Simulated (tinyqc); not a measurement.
# Gate voltage for a given inversion charge

Inverse problem. p-type body, charge-sheet picture, depletion and inversion only, full ionisation (an idealisation for deep acceptors), Boltzmann statistics (rough once Na exp(x - xn) passes about Nc/7). In units of Vt: xg = (Vg - Vfb)/Vt, x = psi/Vt, G = gamma/sqrt(Vt), xn = (2 phiF + Vc)/Vt. The implicit equation is (xg - x)^2 = G^2 [x - 1 + exp(x - xn)] for x above about 3. Cox = eps0 eox/tox. ni = sqrt(Nc Nv) exp(-Eg/(2 Vt)), Eg in volts; phiF = Vt ln(Na/ni); gamma = sqrt(2 q eps0 eps_r Na)/Cox. N_inv = (Cox Vt G/q) [sqrt(x - 1 + exp(x - xn)) - sqrt(x - 1)]. Find x - xn, psi and Vg.

Values chosen for this exercise; band and dielectric values close to those of silicon: temperature T = 350 K; band gap Eg = 1.12 eV; relative permittivity eps_r = 11.8; conduction-band density of states at T Nc = 3.48e19 cm^-3; valence-band density of states at T Nv = 3.33e19 cm^-3; relative permittivity of the gate insulator (close to silicon dioxide) eox = 3.9; insulator thickness tox = 1.8 nm; acceptor density Na = 3.8e16 cm^-3; flat-band voltage Vfb = -0.36 V; channel-body voltage Vc = 0.2 V.

Constants: q = 1.602176634e-19 C, kB = 1.380649e-23 J/K, Vt = kB T/q, eps0 = 8.8541878128e-14 F/cm where lengths are in cm. Results are converted to the units shown.

N_inv = 2.9e10 cm^-2

Answer. N_inv rises steadily with x, so it fixes x; the implicit equation then gives xg directly.

x - xn = 0.979
psi = 0.939 V
Vg = 0.638 V

Program tinyqc, `OMP_NUM_THREADS=1 python tinyqc.py 2122173 2122174 out.jsonl`; Intel Xeon 2.30GHz, shared host, one thread, about 0.01 s.
